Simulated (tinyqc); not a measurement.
From results back to parameters: gated graphene: carriers, quantum capacitance and optical conductivity. Two cases, with inputs chosen for the exercise.

Problem. At low temperature the interband edge lies at 2|mu|, n = mu^2/(pi hv^2), and V = mu/e + e n/Cox with Cox/e^2 = k/(4 pi e2 t), e2 = e^2/(4 pi eps0), t in angstrom. The edge and the voltage are given; hv is hidden.

Constants: e^2/(4 pi eps0) = 14.39964547 eV angstrom.

Case 1.

Values chosen (out of a larger set: Fermi velocity near that of graphene, gate dielectric near hBN; not measured data): k = 3.56 (dielectric constant of the gate layer); t = 5 nm (its thickness).

edge = 0.6700 eV
V = 2.60794 V

Case 2.

Values chosen (out of a larger set: Fermi velocity near that of graphene, gate dielectric near SiO2; not measured data): k = 3.99 (dielectric constant of the gate layer); t = 10 nm (its thickness).

edge = 0.4920 eV
V = 2.37215 V

Find: n; hv; vF (hbar = 6.58211957e-16 eV s).
Solution. mu is half the edge; n = Cox (V - mu/e)/e; hv = mu/sqrt(pi n).

Case 1.

n = 8.94e+12 1/cm^2
hv = 6.32 eV angstrom
vF (hbar = 6.58211957e-16 eV s) = 9.60e+05 m/s

Case 2.

n = 4.69e+12 1/cm^2
hv = 6.41 eV angstrom
vF (hbar = 6.58211957e-16 eV s) = 9.74e+05 m/s

Computed by tinyqc, one run a case: `OMP_NUM_THREADS=1 python tinyqc.py N N+1 out.jsonl` with N = 1650216, 1650264; one thread of a shared Intel(R) Xeon(R) Processor @ 2.30GHz, about 0.01 s a run at most.
